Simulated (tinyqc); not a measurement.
Changing the layer width W: avalanche multiplication and breakdown of a junction from ionisation integrals. Computed by tinyqc, a small Python program. Command: `OMP_NUM_THREADS=1 python tinyqc.py 3009395 3009396 out.jsonl impact sweep`. One thread of a shared host (Intel(R) Xeon(R) Processor @ 2.30GHz), about 0.02 s of CPU time with the checks.

Ionisation coefficients follow the local field. Position x runs through the depletion layer from the p side (x = 0), where electrons enter, to the n side (x = w), where holes enter. The built-in voltage is neglected.

Inputs (values chosen for the exercise, modelled on InP):

| quantity | value | unit |
|---|---|---|
| electron prefactor a_n | 5.4e+06 | 1/cm |
| electron field b_n | 3.07e+06 | V/cm |
| hole prefactor a_p | 1.87e+06 | 1/cm |
| hole field b_p | 2.25e+06 | V/cm |
| exponent c | 1 | - |
| permittivity eps | 12.5 | - |
| doping N of the lightly doped side | 2e+15 | 1/cm^3 |
| bias as a fraction of the breakdown voltage | 0.72 | - |

Junction: punch-through p+ n- n+.

Constants: e = 1.602176634e-19 C; eps_0 = 8.8541878128e-12 F/m.

Method:
- alpha_n = a_n exp(-(b_n/F)^c), alpha_p = a_p exp(-(b_p/F)^c).
- Field F = F_m - e N x/(eps eps_0) over the layer, w = W, V = F_m W - e N W^2/(2 eps eps_0); valid while F > 0 at x = W.
- With Phi(x) = int_0^x (alpha_n - alpha_p) dx': 1 - 1/M_n = I_n = int_0^w alpha_n exp(-Phi) dx and M_p = M_n exp(-Phi(w)); trapezoid rule on 401 even points; breakdown at I_n = 1.
- Solve I_n(F_m) = 1.
- Bias V = fraction times the breakdown voltage.
- M_n = 1/(1 - I_n), M_p = M_n exp(-Phi(w)); McIntyre excess noise for the carrier with the larger M, F_x = k M + (1 - k)(2 - 1/M), with k = (smaller M - 1)/(larger M - 1).

One run for each value:

| layer width W (micrometre) | breakdown voltage (V) | critical field F_m (MV/cm) | ratio k = alpha_p/alpha_n | M_n |
|---|---|---|---|---|
| 0.59 | 29.93 | 0.51590 | 1.6972 | 1.0842 |
| 1.20 | 53.53 | 0.46348 | 2.0315 | 1.0539 |
| 1.70 | 71.54 | 0.44543 | 2.1824 | 1.0448 |
| 2.50 | 98.78 | 0.43132 | 2.3179 | 1.0391 |
| 3.60 | 133.73 | 0.42359 | 2.3997 | 1.0389 |
| 5.20 | 179.53 | 0.42053 | 2.4338 | 1.0462 |
| 7.40 | 231.57 | 0.42006 | 2.4392 | 1.0642 |
| 11.00 | 286.89 | 0.42005 | 2.4393 | 1.1115 |

Give the missing row, layer width W (micrometre) = 0.85.

Computed row:
```
layer width W (micrometre)  breakdown voltage (V)  critical field F_m (MV/cm)  ratio k = alpha_p/alpha_n     M_n
0.85                                        40.29                     0.48627                     1.8698  1.0665
```

Interpolating between the two neighbouring rows (the first column on a logarithmic scale, the others too where they are positive) misses most in ratio k = alpha_p/alpha_n, by 0.44 %. Over the rows, breakdown voltage (V) rises from 29.9 to 287 (exponent d ln y / d ln x 0.81 between the first rows and 0.54 between the last); critical field F_m (MV/cm) falls from 0.516 to 0.420; ratio k = alpha_p/alpha_n rises from 1.70 to 2.44. At the low end the exponent of breakdown voltage is 0.81, close to 0.86: the W^(6/7) rule of p-i-n diodes.
